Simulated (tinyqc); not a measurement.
An infinitely deep well in a field (quantum-confined Stark shift), Airy functions: one step of the calculation.

Hard walls at x = -L/2 and +L/2; between them U(x) = -F x (eV, zero at the centre). C = hbar^2/(2 m0), e = (C F^2/m1)^(1/3), z1 = (F L/2 - E)/e at the left wall and z2 = (-F L/2 - E)/e at the right wall. Levels are the roots of D(E) = Ai(z1) Bi(z2) - Ai(z2) Bi(z1).

Question. Level without field and second-order shift. E_n(0) = C (n pi/L)^2/m1; second-order shift m1 F^2 L^4 (1 - 15/(pi n)^2)/(48 C pi^2 n^2).

Parameters, values chosen for the exercise:
```
symbol,value,unit,meaning
m1,0.2,m0,mass
L,10.9,nm,well width
F,0.0032,V/nm,field
n,2,,level sought
```

Constants: q = 1.602176634e-19 C, hbar = 1.054571817e-34 J s, m0 = 9.1093837015e-31 kg, hbar^2/(2 m0) = 0.0380998212 eV nm^2. Results are converted to the units shown.

Find: E_n(0); second-order shift; F L/E_1(0).

Answer.

E_n(0) = 0.06330 eV
second-order shift = 0.2483 meV
F L/E_1(0) = 2.204

Computed by the program tinyqc: `OMP_NUM_THREADS=1 python tinyqc.py 2580116 2580117 out.jsonl`, one thread of a shared Intel Xeon 2.30GHz, about 0.03 s for the whole run.
